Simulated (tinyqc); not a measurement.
# p-type polysilicon, carrier trapping at grain boundaries, step by step

Computed by the program tinyqc: `OMP_NUM_THREADS=1 python tinyqc.py 2830036 2830037 out.jsonl`, one thread of a shared Intel Xeon 2.30GHz, about 0.01 s for the whole run. Printed values are rounded.

One-dimensional grains of size Lg, uniform ionised doping N, monovalent traps Qt at each boundary at a depth Et below (for electrons) or above (for holes) the band edge there, abrupt depletion of width W on each side of a boundary, Boltzmann statistics. xi is the distance from the band edge at the grain centre to the Fermi level. Trapped charge Qt/(1 + exp((xi + VB - Et)/Vt)) = 2 N W, barrier VB = q N W^2/(2 eps0 eps_r).

Inputs (values chosen for the exercise); values of the order met in polycrystalline silicon:
```
symbol    value        unit                                                              meaning
T           300           K                                                          temperature
eps_r      11.7                                                            relative permittivity
NB      2.65e19       cm^-3                                  valence-band density of states at T
Lg          120          nm                                                           grain size
Qt       3.1e12       cm^-2                                     trap density of a grain boundary
Et         0.32          eV  depth of the trap level from the majority band edge at the boundary
ms          0.3          m0                                         mass for thermionic emission
fe          0.5                                           correction factor of the emission rate
mug         120  cm^2/(V s)                                           mobility inside the grains
N        1.7e18       cm^-3                                                               doping
```

Constants: q = 1.602176634e-19 C, kB = 1.380649e-23 J/K, m0 = 9.1093837015e-31 kg, Vt = kB T/q, eps0 = 8.8541878128e-14 F/cm where lengths are in cm. Results are converted to the units shown.

## Starting value

W = 9.1 nm.

W at the start = 9.1 nm

## Iteration 1: new W

Partly depleted grain, xi = Vt ln(NB/N): f = 1/(1 + exp((xi + VB - Et)/Vt)), g = Qt f - 2 N W, g' = -2 Qt f (1 - f) VB/(W Vt) - 2 N, W(new) = W - g/g'.

VB = 0.1088623 V
f = 0.9955952
g = -7.654765e9 cm^-2
g' = -3.525817e11 cm^-2/nm
W after iteration 1 = 9.078289 nm

## Iteration 2: new W

As before.

VB = 0.1083435 V
f = 0.9956824
g = -3.021698e6 cm^-2
g' = -3.523044e11 cm^-2/nm
W after iteration 2 = 9.078281 nm

## Course of the iteration

Stop when the step is below 1e-10 nm, or after 40 iterations.

Course of the iteration:
```
iteration  W before the step (nm)  step (nm)
1                             9.1    -0.0217
2                        9.078289   -8.58e-6
3                        9.078281  -1.32e-12
```

Converged in 3 iterations.

## Depletion width, Fermi level and barrier

If the trap equation with xi = Vt ln(NB/N) has a root W < Lg/2, the grain is partly depleted; otherwise W = Lg/2 and the trap equation gives xi = Et - VB + Vt ln(Qt/(N Lg) - 1). N* = Qt/Lg.

N* = 2.583333e17 cm^-3
W = 9.078281 nm
xi = 0.07100294 V
VB = 0.1083433 V
share of traps filled = 0.9956824

N is 6.58 N*, and the grain is partly depleted; VB = 4.19 Vt.

## Resistivity and effective mobility

n0 = NB exp(-xi/Vt); mean density n0 (1 - 2 W/Lg) by charge balance in a partly depleted grain, and n0 (sqrt(pi)/2) erf(u)/u with u = sqrt(VB/Vt) in a fully depleted one; v = sqrt(kB T/(2 pi ms m0)); barrier resistivity Vt exp(VB/Vt)/(q fe n0 v Lg); grain resistivity (1 - 2 W/Lg)/(q n0 mug); effective mobility 1/(q mean density total resistivity).

n0 = 1.7e18 cm^-3
mean density = 1.442782e18 cm^-3
v = 4.911422e6 cm/s
barrier resistivity = 0.2128449 ohm cm
grain resistivity = 0.02596637 ohm cm
resistivity = 0.2388113 ohm cm
effective mobility = 18.11482 cm^2/(V s)

The resistivity is 7.81 times that of a single crystal with the same N and mobility mug, and the mean density is 84.9 % of N.
